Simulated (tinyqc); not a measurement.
Equilibrium and kinetic segregation of a solute to boundaries and growing surfaces: one step, computed by the program tinyqc.

Question. Boundary energy. Gibbs adsorption for this isotherm in a dilute matrix: gamma = gamma_0 + Gam_0 [k_B T ln(1 - theta) + z w theta^2/2], Gam_0 = delta/Omega sites per area.

Inputs (values chosen for the exercise, modelled on phosphorus in polycrystalline silicon):
```
quantity                             value        unit
interaction z w (positive attracts)   0.14          eV
temperature T                          900           K
boundary thickness delta              0.43          nm
atomic volume Omega                  20.02  angstrom^3
clean boundary energy gamma_0         0.64       J/m^2
```

Isotherm: Fowler-Guggenheim.

coverage theta = 0.4681437

Constants: 1 eV/angstrom^2 = 16.02176634 J/m^2; k_B = 8.617333262e-05 eV/K.

Give: Gam_0; boundary energy gamma.

Answer.

Gam_0 = 21.48 1/nm^2

boundary energy gamma = 0.5243 J/m^2

Segregation lowers gamma by 18 %, and the driving force of grain growth with it.
